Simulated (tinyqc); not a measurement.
Worked calculation: Pariser-Parr-Pople SCF with singles CI, for the molecule [CH2+]c1ccccc1 (SMILES; centres numbered as the heavy atoms are written). One step of it, computed by the program tinyqc.

Problem. Singles CI, singlets. Over the 6 single excitations with the smallest orbital gaps: A = (e_a - e_i) delta + 2 (ia|jb) - (ij|ab), with (pq|rs) = sum c_mp c_mq gamma_mn c_nr c_ns. f = 2/3 w |mu|^2 in atomic units, mu = sqrt2 sum c_ia sum_m c_mi c_ma R_m.

orbital energies (eV): -17.916190  -15.334022  -14.583784  -8.632492  -5.247531  -4.789057  -2.336609

coefficients:
```
         MO1        MO2        MO3        MO4        MO5        MO6        MO7
1C  0.307709  -0.420063   0.000000   0.729590   0.000000  -0.405496  -0.179260
2C  0.547422  -0.458038   0.000000  -0.082507   0.000000   0.557799   0.415432
3C  0.400367  -0.034171   0.515419  -0.388931  -0.484090  -0.188329  -0.389620
4C  0.315727   0.384846   0.484090   0.025471   0.515419  -0.293161   0.406962
5C  0.292729   0.561427   0.000000   0.396307   0.000000   0.530670  -0.400549
6C  0.315727   0.384846  -0.484090   0.025471  -0.515419  -0.293161   0.406962
7C  0.400367  -0.034171  -0.515419  -0.388931   0.484090  -0.188329  -0.389620
```

repulsion gamma_rs (eV), lower triangle:
```
          1C        2C        3C        4C        5C        6C        7C
1C  9.700000
2C  4.992078  9.700000
3C  3.683572  4.992730  9.700000
4C  2.775349  3.683572  4.992078  9.700000
5C  2.533142  3.360870  3.683572  4.992730  9.700000
6C  2.775349  3.683572  3.361462  3.684188  4.992730  9.700000
7C  3.683572  4.992730  3.684188  3.361462  3.683572  4.992078  9.700000
```

Centres (angstrom, eV; a flat drawing with bonds scaled to 1.40 angstrom):
```
centre          x          y  core charge z          W  gamma_rr
1C       2.400000   0.000000              1  10.810000  9.700000
2C       1.000000   0.000000              1  10.810000  9.700000
3C       0.300000   1.212000              1  10.810000  9.700000
4C      -1.100000   1.212000              1  10.810000  9.700000
5C      -1.800000   0.000000              1  10.810000  9.700000
6C      -1.100000  -1.212000              1  10.810000  9.700000
7C       0.300000  -1.212000              1  10.810000  9.700000
```

Give: singlet CI matrix; singlet excitation energies; oscillator strengths.

Solution.

singlet CI matrix (eV), lower triangle:
```
        3>4    2>4    1>4    3>5     3>6    2>5
3>4   2.776
2>4   0.000  4.229
1>4   0.000  0.084  5.963
3>5   0.000  0.398  0.235  6.412
3>6   0.138  0.000  0.000  0.000   6.266
2>5  -0.382  0.000  0.000  0.000  -0.563  6.590
```

singlet excitation energies (eV): 2.736  4.158  5.847  5.866  6.581  7.049

oscillator strengths: 0.073  0.698  0.021  0.223  0.666  0.792
